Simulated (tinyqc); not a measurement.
# MOS inversion layer, Poisson-Schroedinger loop: effect of the sheet density of electrons

Electrons confined at an insulator interface at z = 0, treated as a hard wall; parabolic valleys, Hartree approximation, no image or exchange terms. The depletion charge lies far deeper than the electrons and gives a uniform field q Nd/(eps0 eps_r); the gate balances all charge. Energies are counted from the band edge at the interface.

Schroedinger equation -(C/mz) psi'' + (V0 + U + dE for set B) psi = E psi, C = hbar^2/(2 m0), psi(0) = 0, on a uniform mesh of 800 nodes with a far wall at 20 nm, 8 levels a set; V0 = q Nd z/(eps0 eps_r); dU/dz = q (Ns - integral of n from 0 to z)/(eps0 eps_r), U(0) = 0; N_k = g md m0 q Vt/(pi hbar^2) ln(1 + exp((EF - E_k)/Vt)), g the number of valleys of the set, sum N_k = Ns. Triangular well: E_k = a_k (C F^2/mz)^(1/3), a_1 = 2.338107, a_2 = 4.087949, C = hbar^2/(2 m0), F in eV/nm. Fang-Howard (all electrons in the lowest level of set A): b^3 = 6 (mz1/C) q (Nd + 11 Ns/32)/(eps0 eps_r), centroid 3/b, level C b^2/(4 mz1) + (3/b) q (Nd + 11 Ns/16)/(eps0 eps_r). The centroid adds 3.9 z_av/eps_r to an oxide-equivalent thickness.

Values chosen for this exercise; masses and permittivity close to those of silicon (100): temperature T = 77 K; relative permittivity eps_r = 11.7; mass along z of valley set A (2 valley(s)) mz1 = 0.901 m0; in-plane density-of-states mass of set A md1 = 0.189 m0; mass along z of valley set B (4 valley(s)) mz2 = 0.187 m0; in-plane density-of-states mass of set B md2 = 0.41 m0; sheet density of depletion charge Nd = 2.7e12 cm^-2; extra shift of set B (strain) dE = 0.03 eV.

Constants: q = 1.602176634e-19 C, kB = 1.380649e-23 J/K, hbar = 1.054571817e-34 J s, m0 = 9.1093837015e-31 kg, Vt = kB T/q, eps0 = 8.8541878128e-14 F/cm where lengths are in cm, hbar^2/(2 m0) = 0.0380998212 eV nm^2. Results are converted to the units shown.

Result of one run:
```
Ns (cm^-2)	A1 (meV)	B1 (meV)	EF (meV)	share of A1 (%)	share of set A (%)	centroid z_av (nm)	added oxide equivalent (nm)	Fang-Howard centroid (nm)
2.1e12	134	238	146	100	100	1.44	0.480	1.53
```

What becomes of these results when the sheet density of electrons Ns is changed from 2.1e12 to 2.1e11 cm^-2, all else the same?

Result of the changed run:
```
Ns (cm^-2)	A1 (meV)	B1 (meV)	EF (meV)	share of A1 (%)	share of set A (%)	centroid z_av (nm)	added oxide equivalent (nm)	Fang-Howard centroid (nm)
2.1e11	102	200	91.8	100	100	1.55	0.517	1.64
```

The whole series:
```
Ns (cm^-2)	A1 (meV)	B1 (meV)	EF (meV)	share of A1 (%)	share of set A (%)	centroid z_av (nm)	added oxide equivalent (nm)	Fang-Howard centroid (nm)
1e11	99.9	198	84.6	100	100	1.56	0.519	1.65
2.1e11	102	200	91.8	100	100	1.55	0.517	1.64
4.5e11	106	205	102	100	100	1.53	0.511	1.63
9.7e11	115	216	118	100	100	1.50	0.500	1.59
2.1e12	134	238	146	100	100	1.44	0.480	1.53
4.4e12	168	280	196	100	100	1.34	0.447	1.43
9.4e12	234	358	294	99.9	100	1.20	0.399	1.28
2e13	352	503	473	95.8	99.7	1.07	0.355	1.09
```

As Ns goes from 1e11 to 2e13, A1 rises from 99.9 to 352 meV, the share of A1 falls from 100 to 95.8 % and the centroid falls from 1.56 to 1.07 nm. A1 goes as Ns^(0.54) between the last two rows (a triangular well in the field of that charge alone gives 2/3). EF lies more than 2 meV above A1 for Ns = 9.7e11, 2.1e12, 4.4e12, 9.4e12, 2e13. The Fang-Howard centroid is 6.0 % above the full one in the first row, where A1 holds 100 %, and 2.0 % above it in the last, where A1 holds 95.8 %.

Numbers from tinyqc (`OMP_NUM_THREADS=1 python tinyqc.py 2160019 2160020 out.jsonl`; about 0.7 s on one thread of a shared Intel Xeon 2.30GHz).
